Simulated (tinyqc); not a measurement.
## Delay unit and parasitic delay from two ring oscillators

Inverse problem. A ring of 51 inverters oscillates at 1/(2 x 51 d), with stage delay d = tau (h + p) for fan-out h. Find tau, p and the delay at fan-out 4.

frequencies of 51-stage ring oscillators with fan-out 1 and 5 (GHz): [2.1083702, 0.58882412]

Solution. d is a straight line in h with slope tau and intercept tau p.

tau = 3.000 ps
p = 0.5500
delay at fan-out 4 = 13.65 ps

tinyqc, about 0.01 s, one thread, Intel Xeon 2.30GHz (shared host): `OMP_NUM_THREADS=1 python tinyqc.py 2082038 2082039 out.jsonl`
